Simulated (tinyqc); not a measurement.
Hopping conduction between localised states: one step, computed by the program tinyqc.

Energies are counted from the Fermi level. A small network shows the mechanism; the laws of an infinite system follow.

Question. Critical path. Critical exponent s_c: the smallest value such that bonds with s_ij <= s_c connect site 1 with site 7.

Inputs (values chosen for the exercise, for a model defective oxide): temperature T = 88 K.

Dimension: 2D.

s_ij, lower triangle (symmetric):
```
          1         2         3        4        5        6        7
1   0.00000
2   3.70275   0.00000
3   5.07717   3.02583   0.00000
4   7.87812   5.85259   5.48764  0.00000
5   9.03366   6.43295   5.95614  4.03853  0.00000
6  12.24048  10.40266   8.47712  7.37530  4.77334  0.00000
7  13.11732  11.49241  10.17305  8.09804  6.03038  2.77266  0.00000
```

Give: critical exponent s_c.

Answer.

critical exponent s_c = 5.4876
